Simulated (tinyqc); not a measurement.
Size of the test strain: deformation potentials from a strained empirical pseudopotential.

Diamond lattice, no spin-orbit coupling. Atomic form factor V(q) = a1 (q^2 - a2)/(a3 exp(a4 q^2) - 1) in rydberg with q in 1/bohr, for the unstrained cell. Under a strain e the reciprocal vectors and k go over into (1 + e)^(-1) G, the atoms sit at +/- tau with tau = (1 + e) a (1,1,1)/8 - zeta a (eyz, ezx, exy)/4, and H(G,G') = c |k + G|^2 delta + (V(q)/det(1 + e)) cos(q.tau), q = G - G', with the term q = 0 left out; c = hbar^2/2m0. The basis is fixed before straining: all G with |k + G|^2 up to 16 (2 pi/a)^2. k is given in units of 2 pi/a of the unstrained cell.

Constants: hbar^2/2m0 = 3.80998211 eV angstrom^2; Ry = 13.60569312 eV; a0 (Bohr radius) = 0.5291772105 angstrom.

Inputs chosen for the exercise (out of a larger set: a germanium-sized cell with gaps well above those of Ge; not measured data): a = 5.652 angstrom (lattice constant); A = (0.402, 2.414, 2.035, 0.452) (a1 (Ry bohr^2), a2 (1/bohr^2), a3, a4 (bohr^2)); kD = 0.81 2 pi/a (position of the Delta minimum).

e = diag(-h/2, -h/2, h). Xu = [E(Delta z) - E(Delta x)]/(1.5 h) at fixed kD, b = [E(Z) - E(X, Y)]/(4.5 h); one-sided from +h alone, central from +h and -h.

Results (eV):

| h | Xu one-sided | Xu central | b one-sided | b central |
|---|---|---|---|---|
| 0.0010 | 7.794 | 7.797 | -3.026 | -3.023 |
| 0.0025 | 7.790 | 7.797 | -3.031 | -3.023 |
| 0.0050 | 7.782 | 7.798 | -3.039 | -3.023 |
| 0.0100 | 7.767 | 7.798 | -3.055 | -3.023 |
| 0.0300 | 7.712 | 7.807 | -3.121 | -3.024 |

Give the missing row, h = 0.0200.

Computed row:
```
h       Xu one-sided  Xu central  b one-sided  b central
0.0200         7.738       7.802       -3.088     -3.023
```

From h = 0.001 to 0.03 the one-sided Xu drifts by -0.082 eV and the central one by +0.009 eV; for b the drifts are -0.095 and -0.001 eV. The central difference cancels the term of second order in the strain, so its error goes as h^2. At h = 0.02 the linear law errs by 0.8 % for the valley splitting and 2.2 % for the valence splitting.

(tinyqc, `OMP_NUM_THREADS=1 python tinyqc.py 1880520 1880521 out.jsonl`, Intel(R) Xeon(R) Processor @ 2.30GHz, 1 thread, shared host, about 0.2 s.)
